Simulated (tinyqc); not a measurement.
Three-phonon processes in a diatomic chain: dispersion, energy and momentum conservation, and decay channels of optical phonons: one step, computed by the program tinyqc. Command: `OMP_NUM_THREADS=1 python tinyqc.py 3120651 3120652 out.jsonl threeph walk`. One thread of a shared host (Intel(R) Xeon(R) Processor @ 2.30GHz), about 0.05 s of CPU time with the checks.

Cell length a, two atoms, one spring constant. x = q a/pi runs from -1 to 1; A and O are the acoustic and optical branches. Matrix elements are not computed: only conservation laws and occupation factors are followed.

Task: Decay of the zone-centre phonon. omega^2 = k (1/m + 1/M) -/+ k sqrt((1/m + 1/M)^2 - 4 sin^2(pi x/2)/(m M)); nu = 15.6333042 THz x sqrt(omega^2) for eV/(angstrom^2 u). O(0) -> A(x) + A(-x) needs nu_A(x) = nu_O(0)/2, which gives sin^2(pi x/2) = (3/16)(m + M)^2/(m M). Full width at half maximum Gamma = Gamma_0 (1 + 2 n), n = 1/(exp(h nu_A/(k_B T)) - 1); lifetime = 1/(2 pi c Gamma).

Inputs (values chosen for the exercise, for a model chain):

| quantity | value | unit |
|---|---|---|
| light mass m | 10.8 | u |
| heavy mass M | 13.5 | u |
| temperature T | 800 | K |
| zero-temperature width Gamma_0 | 2.8 | 1/cm |

optical top = 16.64292 THz

Constants: h x 1 THz = 4.135667696 meV; k_B = 8.617333262e-05 eV/K; c = 299792458 m/s.

Give: x of the products; their frequency; occupation n; width Gamma; lifetime.

Result:

x of the products = 0.6736

their frequency = 8.321 THz

occupation n = 1.545

width Gamma = 11.45 1/cm

lifetime = 0.4637 ps
